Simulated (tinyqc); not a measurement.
What moves lifetime and leakage: Shockley-Read-Hall recombination through one deep level.

One level at Et with degeneracy 1: tn = 1/(sn vth Nt), tp = 1/(sp_ vth Nt), n1 = Nc exp((Et - Eg)/kT), p1 = Nv exp(-Et/kT), ni^2 = n1 p1. Equilibrium p0 = Nm, n0 = ni^2/Nm; n = n0 + dn, p = p0 + dn. U = (n p - ni^2)/(tp (n + n1) + tn (p + p1)), lifetime dn/U; emission rates en = sn vth n1, ep = sp_ vth p1.

Constants: kB = 8.617333262e-05 eV/K.

Values chosen for the exercise (gap and densities of states near those of GaAs at this temperature; shifted at random, so the results belong to these values and not to a real crystal): Eg = 1.396 eV (gap); Nc = 4.53e+17 1/cm^3 (conduction-band density of states); Nv = 8.87e+18 1/cm^3 (valence-band density of states); T = 300 K; Et = 0.942 eV (recombination level above Ev); Nt = 2.6e+14 1/cm^3 (defects); sn = 6.2e-15 cm^2 (electron capture cross-section); sp_ = 3e-16 cm^2 (hole capture cross-section); vth = 19000000 cm/s (thermal velocity, both carriers); Nm = 1.5e+16 1/cm^3 (equilibrium holes for the lifetime steps); dn = 3.8e+12 1/cm^3 (excess pairs).

G = Nt en ep/(en + ep).

One parameter was then changed.

Results before and after:

| case | lifetime (microsecond) | G (1/(cm^3 s)) |
|---|---|---|
| base | 0.03282 | 1.97e+09 |
| changed | 0.03274 | 3.93e+09 |

Which of these changes was made? (a) dn = 1.14e+13 1/cm^3; (b) Nm = 4.5e+16 1/cm^3; (c) Nt = 1.3e+14 1/cm^3; (d) sn = 1.24e-14 cm^2; (e) sp_ = 6e-16 cm^2; (f) Et = 0.982 eV.

Answer: (e) sp_ = 6e-16 cm^2. Of the candidates, run in turn, only this one gives the changed row.

All candidates:

| case | lifetime (microsecond) | G (1/(cm^3 s)) |
|---|---|---|
| base | 0.03282 | 1.97e+09 |
| Et = 0.982 eV | 0.03282 | 4.19e+08 |
| sn = 1.24e-14 cm^2 | 0.01650 | 1.97e+09 |
| sp_ = 6e-16 cm^2 | 0.03274 | 3.93e+09 |
| Nt = 1.3e+14 1/cm^3 | 0.06564 | 9.84e+08 |
| Nm = 4.5e+16 1/cm^3 | 0.03271 | 1.97e+09 |
| dn = 1.14e+13 1/cm^3 | 0.03316 | 1.97e+09 |

tinyqc: `OMP_NUM_THREADS=1 python tinyqc.py 1680054 1680055 out.jsonl`; about 0.01 s, one thread, shared Intel(R) Xeon(R) Processor @ 2.30GHz.
